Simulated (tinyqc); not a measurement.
Undoped gate-all-around wire MOSFET, analytic charge model: one step of the calculation.

An undoped round wire of radius R under an insulator shell and a surrounding gate; long channel, electrons only, n = ni exp((psi - V)/Vt) with V the quasi-Fermi potential (0 at the source, Vd at the drain), constant mobility, no quantisation. The radial Poisson equation gives n(r) = n(0)/(1 - (1 - b) r^2/R^2)^2 with b = Q0/(Q + Q0). Q is the electron charge per area of the wire surface.

Task. Drain current and line charge. Q solves Vg - V0 - V = Q/Cox + Vt ln(Q/Q0) + Vt ln(1 + Q/Q0). I = mu (2 pi R/L)[2 Vt (Qs - Qd) + (Qs^2 - Qd^2)/(2 Cox) + Vt Q0 ln((Qd + Q0)/(Qs + Q0))], with Qs at V = 0 and Qd at V = Vd. Electrons per length at the source: 2 pi R Qs/q; surface over centre density: (1 + Qs/Q0)^2.

Inputs (values chosen for the exercise); material values those of a made-up semiconductor: temperature T = 300 K; wire radius R = 3 nm; channel mobility mu = 800 cm^2/(V s); gate length L = 0.1 um; drain voltage Vd = 1 V.

Constants: q = 1.602176634e-19 C, kB = 1.380649e-23 J/K, Vt = kB T/q. Results are converted to the units shown.

Qs = 19.239275 nC/cm^2
Qd = 3.8437318e-16 nC/cm^2
Cox = 4.5592520 uF/cm^2
Q0 = 279.25612 nC/cm^2

Give: first term; second term; third term; I; electrons per length; surface over centre density.

Result.

first term = 0.1500 uA
second term = 0.006121 uA
third term = -0.07253 uA
I = 0.08359 uA
electrons per length = 0.02263 1/nm
surface over centre density = 1.143

The square-law term makes up 7.32 % of the current.

Computed by the program tinyqc: `OMP_NUM_THREADS=1 python tinyqc.py 2460062 2460063 out.jsonl`, one thread of a shared Intel Xeon 2.30GHz, about 0.02 s for the whole run.
